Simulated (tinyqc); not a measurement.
Configuration-coordinate model of a defect: Huang-Rhys factor and luminescence line shape: one step, computed by the program tinyqc. Command: `OMP_NUM_THREADS=1 python tinyqc.py 3004514 3004515 out.jsonl ccline walk`. One thread of a shared host (Intel(R) Xeon(R) Processor @ 2.30GHz), about 0.01 s of CPU time with the checks.

Ground state E_g(Q) = (1/2) omega_g^2 Q^2; excited state E_e(Q) = E_0 + (1/2) omega_e^2 (Q - dQ)^2 with omega_e = omega_g and E_0 = E_ZPL. Q is mass-weighted; the dipole does not depend on Q (Condon approximation).

Task: Crossing, radiative lifetime and thermal quenching. The curves cross at the root Q_c nearest dQ; the barrier is (1/2) omega_e^2 (Q_c - dQ)^2, with (1/2) omega^2 = (hbar omega)^2/(2 hbar^2/u). k_r = n_r omega^3 mu^2/(3 pi eps_0 hbar c^3) at the vertical emission energy, without local-field correction; k_nr = nu_0 exp(-barrier/k_B T) (Mott-Seitz); yield = k_r/(k_r + k_nr); T_1/2 = barrier/(k_B ln(nu_0/k_r)).

Inputs (values chosen for the exercise, for a model defect):

| quantity | value | unit |
|---|---|---|
| zero-phonon energy E_ZPL | 0.78 | eV |
| displacement dQ | 0.833 | u^(1/2) angstrom |
| ground-state phonon hbar omega_g | 28.9 | meV |
| temperature T | 50 | K |
| refractive index n_r | 3.48 | - |
| transition dipole mu | 0.42 | e angstrom |
| quenching prefactor nu_0 | 1e+11 | 1/s |

Modes: equal frequencies in both states.

vertical emission energy = 0.7106793 eV

Constants: hbar^2/u = 4.18015928e-03 eV angstrom^2; hbar = 6.582119569e-16 eV s; e = 1.602176634e-19 C; eps_0 = 8.8541878128e-12 F/m; hbar = 1.054571817e-34 J s; c = 299792458 m/s; k_B = 8.617333262e-05 eV/K.

Give: Q_c; classical barrier; radiative lifetime; luminescence yield; quenching temperature T_1/2.

Result:

Q_c = 5.103 u^(1/2) angstrom

classical barrier = 1.821 eV

radiative lifetime = 1195 ns

luminescence yield = 1

quenching temperature T_1/2 = 1808 K

The barrier is so high that this route does not halve the yield below 1000 K. Caution: the curves cross far outside the range of the harmonic model, so the barrier and T_1/2 have no quantitative meaning.
